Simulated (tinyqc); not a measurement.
# Trap density from two Hall measurements

Inverse problem. p-type body, charge-sheet picture, full ionisation (an idealisation for deep acceptors), Boltzmann statistics for free electrons. e = Ec - EF at the surface. psi = Eg - Vt ln(Nv/Na) - e; N_dep = sqrt(2 eps0 eps_r Na (psi - Vt)/q); n_f = sqrt(N_dep^2 + 2 eps0 eps_r Vt Nc exp(-e/Vt)/q) - N_dep; Vg = Vfb + psi + q (N_dep + n_t + n_f)/Cox, Cox = eps0 eox/tox. Find e and n_t at both points and the mean trap density between them.

Values chosen for this exercise; band and dielectric values close to those of gallium nitride: temperature T = 475 K; band gap Eg = 3.34 eV; relative permittivity eps_r = 9.42; conduction-band density of states at T Nc = 4.5e18 cm^-3; valence-band density of states at T Nv = 9.14e19 cm^-3; relative permittivity of the insulator eox = 3.9; insulator thickness tox = 61 nm; acceptor density Na = 7.6e15 cm^-3; flat-band voltage without trapped charge Vfb = -2.77 V.

Constants: q = 1.602176634e-19 C, kB = 1.380649e-23 J/K, Vt = kB T/q, eps0 = 8.8541878128e-14 F/cm where lengths are in cm. Results are converted to the units shown.

Vg (V): 5.1882456  9.7247866
free sheet density from the Hall effect (cm^-2): 1.2843830e9  1.5005085e10

Answer. Each n_f fixes e; what the gate voltage holds beyond psi, N_dep and n_f is trapped; the difference quotient is the density, smeared over a few Vt.

e (eV): 0.3030  0.2010
n_t (cm^-2): 1.419e12  2.963e12
mean trap density = 1.514e13 cm^-2 eV^-1

Computed by the program tinyqc: `OMP_NUM_THREADS=1 python tinyqc.py 2222114 2222115 out.jsonl`, one thread of a shared Intel Xeon 2.30GHz, about 0.02 s for the whole run.
